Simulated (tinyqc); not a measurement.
# Epitaxial growth on a vicinal surface: Burton-Cabrera-Frank step flow, step-edge barrier and island nucleation, step by step

A worked calculation. Computed by tinyqc, a small Python program that keeps every step. Command: `OMP_NUM_THREADS=1 python tinyqc.py 3012751 3012752 out.jsonl stepflow walk`. One thread of a shared host (Intel(R) Xeon(R) Processor @ 2.30GHz), about 0.01 s of CPU time with the checks. Intermediate numbers are printed to about 6 digits and carried at full precision; extremes and crossings named in words are read from the listed rows.

Adatoms land at rate F, hop on a square grid (a simplification for hexagonal faces), desorb, or join steps. Lengths are in units of a and n is the adatom coverage. Steps ascend at x = 0 and descend at x = l.

Inputs (values chosen for the exercise, close to those used for 4H-SiC(0001)):
```
quantity                     value      unit
site spacing a                3.08  angstrom
step height h                 2.52  angstrom
diffusion barrier E_d         1.92        eV
desorption energy E_a         3.81        eV
adatom formation energy E_f   1.67        eV
step-edge barrier E_s            0        eV
attempt frequency nu            10       THz
deposition rate F            0.048  layers/s
miscut angle                     2   degrees
temperature T                 1450         C
critical nucleus size i          1         -
```

Constants: k_B = 8.617333262e-05 eV/K.

## Scales

D = nu exp(-E_d/(k_B T)) (a^2/s, nu counted per direction); tau = exp(E_a/(k_B T))/nu; x_s = sqrt(D tau); n_eq = exp(-E_f/(k_B T)); terrace width l = h/(a tan(miscut)); Schwoebel length l_s = exp(E_s/(k_B T)) - 1. Temperatures in kelvin are T(C) + 273.15.

D = 2.42374e+07 a^2/s

lifetime tau = 0.0139087 s

diffusion length x_s = 580.612 a

equilibrium coverage n_eq = 1.30519e-05

terrace width l = 23.4297 a

Schwoebel length l_s = 0 a

l/x_s = 0.0404: nearly every adatom reaches a step.

## Terrace solution

D n'' - n/tau + F = 0 with n(0) = n_eq and -l_s n'(l) = n(l) - n_eq. With u = n - F tau, A = n_eq - F tau, y = l/x_s, s = l_s/x_s: u = A cosh(x/x_s) + B sinh(x/x_s), B = A (1 - cosh y - s sinh y)/(sinh y + s cosh y). Flux into the ascending step J+ = D B/x_s, over the descending one J- = -(D/x_s)(A sinh y + B cosh y); step velocity J+ + J-; growth rate (J+ + J-)/l. For small y: J+ + J- = (F - n_eq/tau) l, J-/J+ = l/(l + 2 l_s). The coverage peaks where n' = 0, tanh(x/x_s) = -B/A.

J+ = 0.551244 atoms per step site and s

J- = 0.551244 atoms per step site and s

growth rate = 0.0470552 layers/s

peak coverage = 1.31851e-05

position of the peak = 11.7148 a

2.0 % of the flux desorbs; even closely spaced steps lose n_eq/tau, 2.0 % of F. The ascending step takes 50.0 %, half, as there is no barrier.

## Step flow or islands

Island density on a flat surface without desorption: N = 0.25 (F/D)^(i/(i+2)) exp(E_i/((i+2) k_B T)) per site, with E_i = 0 for i = 1; spacing l_n = N^(-1/2). Step flow needs an effective width l_eff = 2 x(peak) below l_n.

island density N on a flat surface = 3.13949e-04 per site

island spacing l_n = 56.4379 a

ratio l_eff/l_n = 0.415141

Steps capture adatoms before they meet: step flow. Caution: the prefactor 0.25 and the criterion are estimates, good to a factor of about two in length.

## Growth mode over temperature

x(peak) solves tanh(x/x_s) = -B/A. Rows where evaporation outweighs deposition are left out.

Scales:
```
T (C)  x_s (a)  l_s (a)  incorporated share  l_n (a)  l_eff/l_n
1250   1339.07        0            0.999821  42.5283   0.550919
1300   1065.18        0            0.999380  45.9548   0.509842
1350    859.34        0            0.997926  49.4208   0.474085
1400    702.23        0            0.993419  52.9178   0.442756
1450    580.61        0            0.980317  56.4379   0.415141
1500    485.23        0            0.944469  59.9739   0.390664
1550    409.53        0            0.851768  63.5193   0.368859
1600    348.78        0            0.624257  67.0684   0.349340
1650    299.54        0            0.092232  70.6159   0.331790
```

The ratio stays below 1: step flow in every row. Incorporation goes from 100.0 % to 9.2 %, as n_eq rises towards F tau or x_s falls below the terrace width: the window for smooth growth closes from above.

Checks made by the program: growth rate against F minus desorption, from a numerical solution (relative difference below 1e-10).
